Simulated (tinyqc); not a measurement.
Away from the valley: two-band massive Dirac model of the K valleys.

Basis (conduction, valence): H = [[D/2, a t (tau kx - i ky)], [a t (tau kx + i ky), -D/2 + lam tau sz]], valley tau = +/-1, spin sz = +/-1. The gap of a spin and valley is G = D - lam tau sz. Berry curvature Omega = curl of i<u|grad u>; for the conduction band Omega_c = -tau 2 a^2 t^2 G/(G^2 + 4 a^2 t^2 k^2)^(3/2), and Omega_v = -Omega_c.

Values chosen for the exercise (near those used for monolayer MoSe2; not measured data):
```
symbol  value  unit      meaning
a       3.316  angstrom  lattice constant
D       1.46   eV        gap parameter
t       0.99   eV        effective hopping
lam     0.088  eV        half the valence spin splitting
```

Flavour tau = +1, sz = +1. Parabolic transition energy G + 2 a^2 t^2 k^2/G; degree of circular polarisation eta = 2 cos(theta)/(1 + cos^2(theta)). The last column is the Berry flux of the conduction band inside |k|, over 2 pi: -(1 - cos(theta))/2, cos(theta) = G/(transition energy).

Along |k|:
```
|k| (1/angstrom)  transition (eV)  parabolic (eV)  Omega_c (angstrom^2)     eta  flux/2 pi
0.000                      1.3720          1.3720               -11.450  1.0000     0.0000
0.025                      1.3818          1.3818               -11.209  1.0000    -0.0035
0.050                      1.4107          1.4113               -10.533  0.9996    -0.0137
0.075                      1.4577          1.4604                -9.547  0.9982    -0.0294
0.100                      1.5210          1.5291                -8.404  0.9947    -0.0490
0.150                      1.6889          1.7255                -6.139  0.9788    -0.0938
0.200                      1.8991          2.0004                -4.317  0.9494    -0.1388
0.300                      2.4004          2.7859                -2.138  0.8616    -0.2142
```

The curvature halves at |k| = 0.160 1/angstrom, where 2 a t k = 0.766 G. At 0.3 the parabola is 385 meV too high, eta has fallen only to 0.862, and the flux has reached -0.214 of the -1/2 that a whole cone holds. The real bands leave this model beyond about 0.1 to 0.2 1/angstrom, where trigonal warping and other bands enter.

tinyqc: `OMP_NUM_THREADS=1 python tinyqc.py 1451940 1451941 out.jsonl`; about 0.01 s, one thread, shared Intel(R) Xeon(R) Processor @ 2.30GHz.
